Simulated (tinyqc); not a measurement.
Inside a calculation. Model: X-ray reflectivity of a thin film on silicon: critical angles, Parratt recursion, fringes and roughness. Computed by tinyqc, a small Python program that keeps every step. Command: `OMP_NUM_THREADS=1 python tinyqc.py 3121460 3121461 out.jsonl xrr walk`. One thread of a shared host (Intel(R) Xeon(R) Processor @ 2.30GHz), about 0.01 s of CPU time with the checks. Intermediate numbers are printed to about 6 digits and carried at full precision; extremes and crossings named in words are read from the listed rows.

n = 1 - delta + i beta; the classical electron radius is r_e = 2.8179403e-6 nm. Layer 0 is vacuum, 1 the film, 2 the substrate.

Inputs (values chosen for the exercise, modelled on TiN on silicon, copper K-alpha radiation):

| quantity | value | unit |
|---|---|---|
| wavelength lambda | 0.15406 | nm |
| film density rho | 5.43 | g/cm^3 |
| effective electrons per unit mass, film | 0.466 | mol/g |
| beta/delta, film | 0.07 | - |
| film thickness d | 56.1 | nm |
| roughness of the surface sigma_1 | 0.52 | nm |
| roughness of the interface sigma_2 | 0.54 | nm |
| substrate density | 2.33 | g/cm^3 |
| effective electrons per unit mass, substrate | 0.507 | mol/g |
| beta/delta, substrate | 0.023 | - |
| grazing angle theta | 1.9 | degrees |

Constants: N_A = 6.02214076e+23 1/mol.

## Optical constants

delta = r_e lambda^2 rho_e/(2 pi), rho_e = density x electrons per mass x N_A; critical angle sqrt(2 delta), q_c = 4 sqrt(pi r_e rho_e).

Constants:

| layer | rho_e (1/nm^3) | delta | beta | critical angle (degrees) | q_c (1/nm) |
|---|---|---|---|---|---|
| film | 1523.83 | 1.62207e-05 | 1.13545e-06 | 0.326341 | 0.464589 |
| substrate | 711.40 | 7.57263e-06 | 1.74170e-07 | 0.222977 | 0.317437 |

The film is denser in electrons than the substrate, and thick enough to set the edge of total reflection.

## Critical angle of the film

The formulas are those given above.

critical angle of the film = 0.326341 degrees

## Reflectivity at one angle

k_j = (2 pi/lambda) sqrt(sin^2 theta - 2 delta_j + 2 i beta_j); r_ij = (k_i - k_j)/(k_i + k_j) x exp(-2 k_i k_j sigma^2) (Nevot-Croce); r = (r_01 + r_12 p)/(1 + r_01 r_12 p), p = exp(2 i k_1 d); R = |r|^2.

k_0, k_1, k_2 (1/nm): 1.35220  1.33210+0.00142i  1.34285+0.00022i

1000 r_01 = 2.82679-0.20382i

1000 r_12 = -1.41612+0.16099i

p = 0.199372-0.829303i

reflectivity R = 8.17687e-06

q = 4 pi sin(theta)/lambda = 2.70440 1/nm

## Fringe period, contrast and decay

Far above the critical angle the period is d theta = lambda/(2 d), or 2 pi/d in q; the envelope runs between (|r_01| - |r_12 p|)^2 and (|r_01| + |r_12 p|)^2; contrast = 2 a b/(a^2 + b^2) with a = |r_01|, b = |r_12 p|; roughness factors on the amplitudes are about exp(-q^2 sigma^2/2).

period in theta = 0.0786719 degrees

period in q = 0.112000 1/nm

contrast = 0.724552

roughness factor, surface = 0.372014

roughness factor, interface = 0.344262

## Thickness from the minima

Minima of R theta^4 are located on 6001 points over 7.5 periods, from 1.15 times the larger critical angle. With refraction, sin^2(theta_m) = 2 delta + m^2 (lambda/(2 d))^2, m integer or half-integer; the first six minima are used, and the first order is the one that minimises the largest residual of the least-squares line plus the distance of its intercept from 2 delta. Without refraction, d = lambda/(2 x mean step of sin theta).

Minima:

| order m | theta (degrees) | sin^2 theta |
|---|---|---|
| 3 | 0.403811 | 4.96711e-05 |
| 4 | 0.454161 | 6.28297e-05 |
| 5 | 0.511788 | 7.97854e-05 |
| 6 | 0.574529 | 1.00546e-04 |
| 7 | 0.640810 | 1.25082e-04 |
| 8 | 0.709550 | 1.53355e-04 |

d with refraction = 56.0957 nm

d without refraction = 72.1810 nm

Against d = 56.1 nm the errors are -0.01 % with and +28.66 % without refraction. The orders are integers, as r_01 and r_12 have opposite signs for a film denser than the substrate.

## Which roughness does what

R is averaged over one period above each angle (64 points); contrast = (max - min)/(max + min) of R theta^4 over that period. Cases: smooth; only sigma_1; only sigma_2; both.

Mean R and contrast:

| theta (degrees) | R smooth | contrast | R, sigma_1 | contrast, sigma_1 | R, sigma_2 | contrast, sigma_2 | R, both | contrast, both |
|---|---|---|---|---|---|---|---|---|
| 0.8 | 2.04254e-03 | 0.664763 | 1.52550e-03 | 0.760906 | 1.95741e-03 | 0.575705 | 1.44121e-03 | 0.670888 |
| 1.2 | 3.80108e-04 | 0.717104 | 1.99545e-04 | 0.897723 | 3.46681e-04 | 0.510734 | 1.66451e-04 | 0.691597 |
| 1.8 | 7.90166e-05 | 0.756386 | 2.43917e-05 | 0.991881 | 6.68402e-05 | 0.340169 | 1.25639e-05 | 0.742674 |
| 2.5 | 2.16129e-05 | 0.776580 | 4.54447e-06 | 0.649605 | 1.75979e-05 | 0.148592 | 6.29412e-07 | 0.738819 |
| 3.5 | 5.77347e-06 | 0.792869 | 1.12626e-06 | 0.132248 | 4.60046e-06 | 0.025132 | 5.99071e-09 | 0.704233 |

At 2.5 degrees sigma_1 alone multiplies the mean R by 0.21 and sigma_2 alone by 0.81; the contrast goes from 0.78 (smooth) to 0.65 and 0.15.

Checks made by the program: smooth bare substrate far above q_c against (q_c/2q)^4 (relative difference 1e-03).
